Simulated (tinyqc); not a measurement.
Hole doping of the spin-split valence bands: two-band massive Dirac model of the K valleys.

Basis (conduction, valence): H = [[D/2, a t (tau kx - i ky)], [a t (tau kx + i ky), -D/2 + lam tau sz]], valley tau = +/-1, spin sz = +/-1. The gap of a spin and valley is G = D - lam tau sz. Berry curvature Omega = curl of i<u|grad u>; for the conduction band Omega_c = -tau 2 a^2 t^2 G/(G^2 + 4 a^2 t^2 k^2)^(3/2), and Omega_v = -Omega_c.

Inputs chosen for the exercise (near those used for monolayer MoS2; the results hold for these values, not for the real material): a = 3.201 angstrom (lattice constant); D = 1.66 eV (gap parameter); t = 1.18 eV (effective hopping); lam = 0.081 eV (half the valence spin splitting).

The Fermi level lies E below the top of the valence band. kF for the upper and lower band of valley +1 from the two-band energy; each flavour holds kF^2/(4 pi) holes per area and both valleys count. Spin polarisation within one valley; Berry flux removed from valley +1, the sum of (1 - cos(theta_F))/2 with cos(theta_F) = G/sqrt(G^2 + 4 a^2 t^2 kF^2), in units of 2 pi.

Holes:

| E (meV) | kF upper (1/angstrom) | kF lower | p (1e12/cm^2) | spin polarisation in a valley | flux/2 pi |
|---|---|---|---|---|---|
| 20.2 | 0.0476 | 0.0000 | 3.61 | 1.000 | 0.0125 |
| 40.5 | 0.0678 | 0.0000 | 7.32 | 1.000 | 0.0244 |
| 81.0 | 0.0971 | 0.0000 | 15.00 | 1.000 | 0.0465 |
| 121.5 | 0.1203 | 0.0000 | 23.05 | 1.000 | 0.0667 |
| 153.9 | 0.1367 | 0.0000 | 29.75 | 1.000 | 0.0816 |
| 178.2 | 0.1481 | 0.0447 | 38.11 | 0.833 | 0.1012 |
| 243.0 | 0.1762 | 0.1017 | 65.85 | 0.500 | 0.1602 |
| 324.0 | 0.2079 | 0.1470 | 103.17 | 0.333 | 0.2239 |

Up to E = 2 lam = 162 meV, a density of 31.5e12/cm^2, only the upper band of this model is emptied and each valley is fully spin-polarised, oppositely in the two. Beyond it the polarisation falls, to 0.33 in the last row. The flux, times e^2/h, is in size the change of the Hall conductivity of one valley; the other valley cancels it in the charge current. Rows with kF above about 0.2 1/angstrom lie beyond the range of the model, and in real layers the valley at Gamma, close below in MoS2 and WS2, can take holes as well.

tinyqc: `OMP_NUM_THREADS=1 python tinyqc.py 1481906 1481907 out.jsonl`; about 0.01 s, one thread, shared Intel(R) Xeon(R) Processor @ 2.30GHz.
